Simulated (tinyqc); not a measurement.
Schottky barrier with interface states (Cowley-Sze model), image lowering and contact resistance: one step, computed by the program tinyqc.

An n-type semiconductor under a metal. The barrier lies between the Schottky-Mott limit phi_M - chi and the Bardeen limit E_g - E_n, E_n being the neutrality level of the interface states; the space-charge term of the full Cowley-Sze expression is left out.

Question. Pinning factor and barrier. S = 1/(1 + e^2 D delta/(eps_i eps_0)); for D per eV, e^2 D is the number e x D in SI units, with 1 cm^-2 = 1e4 m^-2. phi_B = S (phi_M - chi) + (1 - S)(E_g - E_n); the hole barrier is E_g - phi_B.

Inputs (values chosen for the exercise, with gap, mass and screening modelled on CdTe):
```
quantity,value,unit
gap E_g,1.56,eV
electron affinity chi,4.39,eV
metal work function phi_M,4.65,eV
neutrality level E_n above the valence band,0.747,eV
interface-state density D,1.6e+13,cm^-2 eV^-1
dipole layer thickness delta,0.16,nm
dipole layer constant eps_i,1,-
```

Pinning factor from: interface states.

Constants: e = 1.602176634e-19 C; eps_0 = 8.8541878128e-12 F/m.

Give: pinning factor S; Schottky-Mott barrier; Bardeen barrier; barrier phi_B; hole barrier.

Answer.

pinning factor S = 0.68342

Schottky-Mott barrier = 0.26 eV

Bardeen barrier = 0.813 eV

barrier phi_B = 0.43507 eV

hole barrier = 1.1249 eV

The contact is partly pinned.
